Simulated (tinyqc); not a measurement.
Bandgap voltage reference from two bipolar transistors: output against temperature.

Two transistors of area 1 and N carry the same current I. Is(T) = Is (T/T0)^eta exp[(Vg0 q/kB)(1/T0 - 1/T)], VBE1 = Vt ln(I/Is(T)) + I rb, VBE2 = Vt ln(I/(N Is(T))) + I rb/N. The amplifier forces I R1(T) = VBE1 - VBE2 + Vos, with R(T) = R (1 + tc (T - T0)) for both resistors, and the output is Vref = VBE1 + I R2(T). Base currents and the Early effect are neglected.

Vt = kB T/q; I = (Vt ln N + Vos)/(R1(T) - rb (1 - 1/N)).

Inputs (values chosen for the exercise); values of the order met in silicon bipolar transistors: reference temperature T0 = 300 K; band-gap voltage extrapolated to 0 K Vg0 = 1.166 V; temperature exponent of the saturation current eta = 3.2; saturation current of the unit transistor at T0 Is = 2.2e-16 A; area ratio of the second transistor N = 8; resistor across which the difference of VBE falls, at T0 R1 = 7.3 kohm; temperature coefficient of both resistors tc = 1400 ppm/K; offset of the amplifier Vos = 0 mV; series resistance of the unit transistor rb = 17 ohm; output resistor at T0 R2 = 79.88 kohm.

Constants: q = 1.602176634e-19 C, kB = 1.380649e-23 J/K. Results are converted to the units shown.

Output against temperature:
```
T (K)  I (uA)  VBE1 (V)  I R2 (V)  Vref (V)  Vref - Vref(T0) (mV)  dVref/dT (uV/K)
218    6.0592   0.78959   0.42844    1.2180                1.9176           17.612
233    6.3257   0.76028   0.45790    1.2182                2.0599           1.5116
253    6.6623   0.72084   0.49717    1.2180                1.8868          -18.568
273    6.9793   0.68101   0.53644    1.2174                1.3263          -37.269
298    7.3505   0.63072   0.58552    1.2162               0.11963          -58.981
323    7.6965   0.57992   0.63459    1.2145               -1.6095          -79.105
348    8.0197   0.52863   0.68367    1.2123               -3.8242          -97.861
373    8.3224   0.47689   0.73274    1.2096               -6.4926          -115.43
398    8.6064   0.42473   0.78180    1.2065               -9.5869          -131.95
423    8.8734   0.37217   0.83087    1.2030               -13.082          -147.54
```

What does the table show?

VBE1 falls by 2.04 mV/K on average and I R2 rises by 1.96 mV/K. The slope of Vref vanishes at T = 234 K. Between 233 and 398 K Vref spans 11.6 mV, or 58.1 ppm/K by the box method (span over the average over T, over 165 K).

Computed by the program tinyqc: `OMP_NUM_THREADS=1 python tinyqc.py 2062007 2062008 out.jsonl`, one thread of a shared Intel Xeon 2.30GHz, about 0.03 s for the whole run.
